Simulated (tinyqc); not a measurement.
Inside a calculation. Method: Hueckel theory of the pi electrons with the omega technique, for the molecule [CH2]c1ccccc1 (SMILES; centres numbered as the heavy atoms are written). Computed by tinyqc, a small Python program that keeps every step. Settings: charge = 0, omega = 1.4, damping = 0. Command: `OMP_NUM_THREADS=1 python tinyqc.py 24832 24833 out.jsonl` (the two numbers bound the seeds that draw the settings). One thread of a shared host (Intel(R) Xeon(R) Processor @ 2.60GHz), about 0.01 s of CPU time with the checks.

## The Hueckel matrix

Centres:
```
centre  z_r, pi electrons of the neutral centre         h
1C                                            1  0.000000
2C                                            1  0.000000
3C                                            1  0.000000
4C                                            1  0.000000
5C                                            1  0.000000
6C                                            1  0.000000
7C                                            1  0.000000
```

Bonds:
```
i  j  k
1  2  1
2  3  1
3  4  1
4  5  1
5  6  1
6  7  1
7  2  1
```

H_rr = alpha + h_r beta, H_rs = k_rs beta for bonded centres.

Hueckel matrix in units of beta (H = alpha + beta A), order 1C, 2C, 3C, 4C, 5C, 6C, 7C:
```
[[0.000000, 1.000000, 0.000000, 0.000000, 0.000000, 0.000000, 0.000000],
 [1.000000, 0.000000, 1.000000, 0.000000, 0.000000, 0.000000, 1.000000],
 [0.000000, 1.000000, 0.000000, 1.000000, 0.000000, 0.000000, 0.000000],
 [0.000000, 0.000000, 1.000000, 0.000000, 1.000000, 0.000000, 0.000000],
 [0.000000, 0.000000, 0.000000, 1.000000, 0.000000, 1.000000, 0.000000],
 [0.000000, 0.000000, 0.000000, 0.000000, 1.000000, 0.000000, 1.000000],
 [0.000000, 1.000000, 0.000000, 0.000000, 0.000000, 1.000000, 0.000000]]
```

## Orbitals, round 1

pi electrons, sum of z_r less the charge = 7

Diagonalise; E = alpha + x beta with beta < 0, so the largest x are filled first; degenerate levels share their electrons. P = sum n_i c_ri c_si; each orbital has its largest coefficient positive (the first on a tie).

x values: [2.101003, 1.259280, 1.000000, 0.000000, -1.000000, -1.259280, -2.101003]

occupations: [2.000000, 2.000000, 2.000000, 1.000000, 0.000000, 0.000000, 0.000000]

coefficients, order 1C, 2C, 3C, 4C, 5C, 6C, 7C:
```
[[0.237982, -0.397052, 0.000000, 0.755929, 0.000000, -0.397052, -0.237982],
 [0.500000, -0.500000, 0.000000, 0.000000, 0.000000, 0.500000, 0.500000],
 [0.406260, -0.116294, 0.500000, -0.377964, 0.500000, -0.116294, -0.406260],
 [0.353553, 0.353553, 0.500000, 0.000000, -0.500000, -0.353553, 0.353553],
 [0.336557, 0.561517, 0.000000, 0.377964, 0.000000, 0.561517, -0.336557],
 [0.353553, 0.353553, -0.500000, 0.000000, 0.500000, -0.353553, 0.353553],
 [0.406260, -0.116294, -0.500000, -0.377964, -0.500000, -0.116294, -0.406260]]
```

charge and bond-order matrix P, order 1C, 2C, 3C, 4C, 5C, 6C, 7C:
```
[[1.000000, 0.635034, 0.000000, -0.112480, 0.000000, -0.112480, 0.000000],
 [0.635034, 1.000000, 0.522554, 0.000000, -0.224960, 0.000000, 0.522554],
 [0.000000, 0.522554, 1.000000, 0.705037, 0.000000, -0.294963, 0.000000],
 [-0.112480, 0.000000, 0.705037, 1.000000, 0.635034, 0.000000, -0.294963],
 [0.000000, -0.224960, 0.000000, 0.635034, 1.000000, 0.635034, 0.000000],
 [-0.112480, 0.000000, -0.294963, 0.000000, 0.635034, 1.000000, 0.705037],
 [0.000000, 0.522554, 0.000000, -0.294963, 0.000000, 0.705037, 1.000000]]
```

## Omega technique, round 1

h_r = h_r(0) + omega q_r, omega = 1.4, with q_r = z_r - P_rr.

matrix after round 1, order 1C, 2C, 3C, 4C, 5C, 6C, 7C:
```
[[0.000000, 1.000000, 0.000000, 0.000000, 0.000000, 0.000000, 0.000000],
 [1.000000, 0.000000, 1.000000, 0.000000, 0.000000, 0.000000, 1.000000],
 [0.000000, 1.000000, 0.000000, 1.000000, 0.000000, 0.000000, 0.000000],
 [0.000000, 0.000000, 1.000000, 0.000000, 1.000000, 0.000000, 0.000000],
 [0.000000, 0.000000, 0.000000, 1.000000, 0.000000, 1.000000, 0.000000],
 [0.000000, 0.000000, 0.000000, 0.000000, 1.000000, 0.000000, 1.000000],
 [0.000000, 1.000000, 0.000000, 0.000000, 0.000000, 1.000000, 0.000000]]
```

## Convergence

Each round sets h_r = h_r(0) + omega (z_r - P_rr), keeping the share named as damping of the old diagonal; repeat until output and input diagonals agree to 1e-6.

Rounds:
```
round   sum n x  largest |h(out) - h(in)|
1      8.720566                  7.77e-16
```

Converged in 1 rounds.

## Energy, charges, bond orders

E = sum n x; q_r = z_r - P_rr; bond order p = P_rs; free valence = sqrt(3) - sum of p over the bonds of the atom.

pi energy = 7 alpha + this times beta = 8.720566

pi charges: [0.000000, 0.000000, 0.000000, 0.000000, 0.000000, 0.000000, 0.000000]

Bond orders and lengths from R = 1.517 - 0.180 p (angstrom, C-C alone):
```
bond         p         R
1-2   0.635034  1.402694
2-3   0.522554  1.422940
3-4   0.705037  1.390093
4-5   0.635034  1.402694
5-6   0.635034  1.402694
6-7   0.705037  1.390093
7-2   0.522554  1.422940
```

free valence of the carbons: [1.097017, 0.051909, 0.504460, 0.391980, 0.461983, 0.391980, 0.504460]

gap between the highest filled and the next level = 1.000000 |beta|
